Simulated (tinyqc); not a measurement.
# Via and link resistance from two via chains

Inverse problem. A chain of 1000 vias joined by 1000 metal links has R = 1000 (Rv + Rlink), with Rlink proportional to the link length. Find Rv, Rlink for length L, and the value of Rv that the short chain would give if the links were ignored.

resistance of chains of 1000 links with link lengths L and 3 L (ohm): [4500, 6900]

Answer. R per link is a straight line in the link length; its intercept at zero length is Rv.

Rv = 3.300 ohm
Rlink = 1.200 ohm
Rv without correction = 4.500 ohm

Numbers from tinyqc (`OMP_NUM_THREADS=1 python tinyqc.py 2750028 2750029 out.jsonl`; about 0.01 s on one thread of a shared Intel Xeon 2.30GHz).
